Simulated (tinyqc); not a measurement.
Worked calculation: CISD on RHF in the sto-3g basis, for HeH+, spin multiplicity 1. Computed by tinyqc, a small Python program that keeps every step (integrals from PySCF). Settings: charge = 1, multiplicity = 1, basis = sto-3g, method = RHF, energy threshold = 1e-10, iteration cap = 66, orthogonalisation = canonical, start = atomic densities, DIIS depth = 6, ci = CISD, davidson = 1. Command: `OMP_NUM_THREADS=1 python tinyqc.py 23310 23311 out.jsonl` (the two numbers bound the seeds that draw the settings). One thread of a shared host (Intel(R) Xeon(R) Processor @ 2.60GHz), about 0.2 s of CPU time with the checks. The early iterations of the SCF are left out here.

## One-electron integrals

Geometry (angstrom):

| atom | x | y | z |
|---|---|---|---|
| He | 0.000000 | 0.000000 | 0.000000 |
| H | 0.000000 | 0.000000 | 0.773000 |

Basis sto-3g: exponents (1/bohr^2) and contraction coefficients of normalised primitives:

| element | l (shell) | exponent | coefficient |
|---|---|---|---|
| He | s (1) | 6.362421 | 0.154329 |
| He | s (1) | 1.158923 | 0.535328 |
| He | s (1) | 0.313650 | 0.444635 |
| H | s (1) | 3.425251 | 0.154329 |
| H | s (1) | 0.623914 | 0.535328 |
| H | s (1) | 0.168855 | 0.444635 |

Overlap, kinetic and nuclear-attraction integrals over the contracted functions; the nuclear repulsion is the sum of Za Zb / Rab.

nuclear repulsion = 1.36915190 hartree

overlap S:
```
          1He 1s     2H 1s
1He 1s  1.000000  0.537718
2H 1s   0.537718  1.000000
```

kinetic energy T (hartree):
```
          1He 1s     2H 1s
1He 1s  1.411763  0.198319
2H 1s   0.198319  0.760032
```

nuclear attraction V (hartree):
```
           1He 1s      2H 1s
1He 1s  -4.011043  -1.633069
2H 1s   -1.633069  -2.493460
```

core Hamiltonian H = T + V (hartree):
```
           1He 1s      2H 1s
1He 1s  -2.599279  -1.434750
2H 1s   -1.434750  -1.733428
```

## Two-electron integrals

Functions are numbered as in S; the eight-fold symmetry (ij|kl) = (ji|kl) = (kl|ij) leaves the list below.

Two-electron integrals (ij|kl) in chemists' order, unique and non-zero (hartree):
```
(11|11) 1.055713   (21|11) 0.444878   (21|21) 0.225152   (22|11) 0.591404
(22|21) 0.368217   (22|22) 0.774606
```

## Orthogonalisation

S = U s U^T; canonical form X = U s^(-1/2), so that X^T S X = 1. Each column of U has its largest component positive (the first on a tie).

eigenvalues of S: 0.462282  1.537718

X:
```
                1         2
1He 1s   1.039996  0.570225
2H 1s   -1.039996  0.570225
```

## Starting guess

The start is atomic minimal-basis densities projected into this basis (PySCF's MINAO start) and scaled to the electron count of each spin; this density is not idempotent, so its energy is not variational and may lie below the converged one.

D at the start:
```
          1He 1s     2H 1s
1He 1s  1.292433  0.055607
2H 1s   0.055607  0.647765
```

## Iteration 10 (converged): orbitals

converged F (hartree):
```
           1He 1s      2H 1s
1He 1s  -1.591176  -1.063012
2H 1s   -1.063012  -0.835364
```

Diagonalise F' = X^T F X, C = X C', fill 1 alpha and 1 beta electrons from the bottom; D = 2 C_occ C_occ^T. Each column has its largest component positive (the first on a tie).

F' = X^T F X (hartree):
```
           1          2
1  -0.325037  -0.448221
2  -0.448221  -1.480298
```

orbital energies (hartree): MO1 -1.633803, MO2 -0.171531

coefficients C:
```
             MO1        MO2
1He 1s  0.876426  -0.799141
2H 1s   0.202505   1.168649
```

D after iteration 10:
```
          1He 1s     2H 1s
1He 1s  1.536245  0.354961
2H 1s   0.354961  0.082017
```

## Convergence

Stop when the energy changes by less than 1e-10 hartree and every element of the error matrix X^T (F D S - S D F) X is below 3e-06.

Course of the cycle:

| iteration | E (hartree) | change | largest element of the error matrix |
|---|---|---|---|
| 1 | -2.30430746 | - | 2.20e-01 |
| 2 | -2.84082287 | -5.37e-01 | 4.31e-02 |
| 3 | -2.84151881 | -6.96e-04 | 1.25e-02 |
| 4 | -2.84155136 | -3.26e-05 | 8.68e-03 |
| 5 | -2.84156264 | -1.13e-05 | 6.90e-03 |
| 6 | -2.84156819 | -5.55e-06 | 5.82e-03 |
| 7 | -2.84157144 | -3.24e-06 | 5.09e-03 |
| 8 | -2.84158189 | -1.05e-05 | 2.87e-05 |
| 9 | -2.84158189 | -3.30e-10 | 2.14e-06 |
| 10 | -2.84158189 | -1.81e-12 | 2.99e-07 |

PySCF RHF in the same basis = -2.84158189 hartree

Converged in 10 iterations.

## Populations, bond orders and dipole

Mulliken: Z minus the diagonal of D S on the atom; Loewdin: the same with S^(1/2) D S^(1/2); Mayer order: 2 sum_s sum (D(s) S)_ij (D(s) S)_ji over the two atoms.

Charges (e):

| atom | Mulliken | Loewdin |
|---|---|---|
| 1He | 0.272886 | 0.386952 |
| 2H | 0.727114 | 0.613048 |

Mayer bond orders:

| pair | order |
|---|---|
| 2-1 | 0.471305 |

dipole moment about the origin, x y z (debye): 0.000000  0.000000  2.832330

## Integrals over molecular orbitals

(pq|rs) = sum C_ip C_jq C_kr C_ls (ij|kl), one index at a time.

one-electron integrals over orbitals h = C^T H C (hartree):
```
           1          2
1  -2.576931   0.172941
2   0.172941  -1.347512
```

Two-electron integrals over orbitals (pq|rs), unique and non-zero (hartree):
```
(11|11) 0.943127    (21|11) -0.172941   (21|21) 0.145533    (22|11) 0.660756
(22|21) 0.037089    (22|22) 0.752588
```

## CISD: determinants and Hamiltonian

Hartree-Fock energy = -2.84158189 hartree

Slater-Condon rules over spin orbitals, with the nuclear repulsion added and E(HF) subtracted on the diagonal. Only determinants linked to the reference directly or through others are kept (one block of an abelian symmetry group), so some states are absent.

Occupation strings over the orbitals (2 doubly, a alpha, b beta, 0 empty; spin orbitals ordered 1a 1b 2a 2b ...): 20 ab ba 02

H - E(HF) between determinants (hartree):
```
          20         ab         ba         02
20  0.000000   0.000000   0.000000   0.145533
ab  0.000000   0.947048  -0.145533   0.210030
ba  0.000000  -0.145533   0.947048  -0.210030
02  0.145533   0.210030  -0.210030   2.268299
```

## CISD: roots

Diagonalise (each vector has its largest component positive (the first on a tie)); all determinants have Ms = 0, so triplets appear too. The lowest singlet root is the correlation energy.

lowest roots of this matrix, relative to E(HF) (hartree): -0.009636  0.801515  1.022898  2.347617

lowest vectors:
```
       root 1    root 2     root 3     root 4
20   0.997657  0.000000  -0.032478   0.060216
ab   0.012588  0.707107   0.688053   0.162555
ba  -0.012588  0.707107  -0.688053  -0.162555
02  -0.066060  0.000000  -0.228278   0.971352
```

<S^2> of these roots: 0.000000  2.000000  0.000000  0.000000

weight of the ground state by excitation level 0, 1, 2, ...: 0.995319  0.000317  0.004364

With one virtual orbital singles and doubles already span the full space.
